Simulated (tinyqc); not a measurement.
Worked calculation: tight binding, honeycomb lattice. One step of it, computed by the program tinyqc.

Question. Bloch Hamiltonian at k. H_AB = -t1 (1 + exp(-i k.a1) + exp(-i k.a2)); H_AA = delta - 2 t2 sum cos(k.b + phi), H_BB = -delta - 2 t2 sum cos(k.b - phi), b = a1, a2 - a1, -a2.

Parameters chosen for this model:
```
parameter      value                        unit
t1          1.720000                 eV, nearest
t2                 0       eV, second neighbours
phi        -2.120000  rad, phase of t2 (Haldane)
delta       1.250000          eV, +/- on A and B
```

k point k (fractions of the reciprocal vectors): 0.040000  -0.230000

Give: H(k) at k.

Answer.

H(k) at k (eV):
```
               A              B
A          1.250  -3.602-1.279i
B  -3.602+1.279i         -1.250
```
